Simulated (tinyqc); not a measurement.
Diffused layer (Gaussian), carriers, mobility and sheet resistance: two steps of the calculation.

An n-type layer from the surface x = 0 to the junction xj, N(x) = N0 exp(-(x/Ld)^2). Local neutrality (no depletion at surface or junction, no spilling of carriers), intrinsic carriers neglected, full ionisation of active dopants.

Inputs (values chosen for the exercise); values close to those of phosphorus in silicon over a p-type background:

| symbol | value | unit | meaning |
|---|---|---|---|
| T | 250 | K | temperature |
| Nb | 9.8e15 | cm^-3 | background doping of the opposite type |
| N0 | 2.9e19 | cm^-3 | peak chemical concentration |
| m1 | 68.9 | cm^2/(V s) | mobility limit at high doping |
| m2 | 1470 | cm^2/(V s) | mobility limit at low doping, at 300 K |
| Nr | 9.25e16 | cm^-3 | reference doping of the mobility law |
| am | 0.695 |  | exponent of the mobility law |
| bt | 2 |  | temperature exponent of m2 |
| Ns | 4.04e20 | cm^-3 | solubility limit of active dopant |
| Ld | 8.3 | nm | diffusion length 2 sqrt(D t) |

Constants: q = 1.602176634e-19 C. Results are converted to the units shown.

Task 1. Junction depth and local values. xj = Ld sqrt(ln(N0/Nb)); 13 equal steps from 0 to xj. Active dopant A = min(N, Ns); n = A - Nb; mobility mu = m1 + (m2 (T/300 K)^(-bt) - m1)/(1 + ((A + Nb)/Nr)^am).

Give: xj; x; N; A; n; mu.

Result 1.

xj = 23.465 nm

```
point,x (nm),N (cm^-3),A (cm^-3),n (1e19 cm^-3),mu (cm^2/(V s))
0,0.000,2.9000e19,2.9000e19,2.8990,105.92
1,1.805,2.7660e19,2.7660e19,2.7651,107.13
2,3.610,2.4002e19,2.4002e19,2.3992,111.01
3,5.415,1.8947e19,1.8947e19,1.8937,118.34
4,7.220,1.3607e19,1.3607e19,1.3597,130.74
5,9.025,8.8902e18,8.8902e18,0.8880,151.15
6,10.830,5.2842e18,5.2842e18,0.5274,184.89
7,12.635,2.8574e18,2.8574e18,0.2848,241.34
8,14.440,1.4056e18,1.4056e18,0.1396,336.29
9,16.245,6.2907e17,6.2907e17,0.0619,492.82
10,18.050,2.5612e17,2.5612e17,0.0246,733.11
11,19.855,9.4868e16,9.4868e16,0.0085,1048.9
12,21.660,3.1968e16,3.1968e16,0.0022,1368.8
13,23.465,9.8000e15,9.8000e15,0.0000,1597.0
```

The mobility runs from 106 to 1600 cm^2/(V s).

Task 2. Sheet quantities by the trapezoid rule. Dose = integral of N, carrier sheet density = integral of n, 1/Rs = q integral of n mu, mean mobility 1/(q Rs sheet density), Hall mobility (unit Hall factor) = integral of n mu^2 over integral of n mu, Hall sheet density = (integral of n mu)^2/integral of n mu^2; all from 0 to xj.

```
point,x (nm),N (cm^-3),n (1e19 cm^-3),mu (cm^2/(V s))
0,0.000000,2.9e19,2.8990200,105.91579
1,1.805014,2.7660404e19,2.7650604,107.12917
2,3.610029,2.4001594e19,2.3991794,111.00797
3,5.415043,1.8947097e19,1.8937297,118.34414
4,7.220057,1.3607124e19,1.3597324,130.74089
5,9.025071,8.8901897e18,0.8880390,151.15238
6,10.830086,5.2841697e18,0.5274370,184.89170
7,12.635100,2.8573506e18,0.2847551,241.34371
8,14.440114,1.4056311e18,0.1395831,336.29005
9,16.245129,6.2907179e17,0.0619272,492.82212
10,18.050143,2.5612391e17,0.0246324,733.10537
11,19.855157,9.4868287e16,0.0085068,1048.9018
12,21.660172,3.1967822e16,0.0022168,1368.7728
13,23.465186,9.8e15,0.0000000,1597.0313
```

Give: dose; carrier sheet density; Rs; mean mobility; Hall mobility; Hall sheet density.

Result 2.

dose = 2.1330e13 cm^-2
carrier sheet density = 2.1307e13 cm^-2
Rs = 2266.1 ohm/square
mean mobility = 129.27 cm^2/(V s)
Hall mobility = 157.16 cm^2/(V s)
Hall sheet density = 1.7526e13 cm^-2

Carriers make up 99.9 % of the dose. A Hall measurement weights the mobile tail, so its sheet density is 18 % below the true one.

Computed by the program tinyqc: `OMP_NUM_THREADS=1 python tinyqc.py 2110019 2110020 out.jsonl`, one thread of a shared Intel Xeon 2.30GHz, about 0.01 s for the whole run.
